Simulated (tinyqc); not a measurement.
Jacobi rotations on a symmetric matrix, step by step. One step of it, computed by the program tinyqc.

Task: Jacobi rotation 1. Take the largest off-diagonal element A_pq; tan 2 theta = 2 A_pq / (A_qq - A_pp) with |theta| <= pi/4; A' = J^T A J with J_pp = J_qq = cos, J_pq = sin, J_qp = -sin.

A, lower triangle:
```
           1          2         3
1   1.574000
2  -0.562000   2.118000
3  -0.539000  -0.547000  3.926000
```

Give: p, q, theta; A'.

Result:

p, q, theta (rad): 1.000  2.000  -0.560

A', lower triangle:
```
        1       2      3
1   1.222
2   0.000   2.470
3  -0.747  -0.177  3.926
```
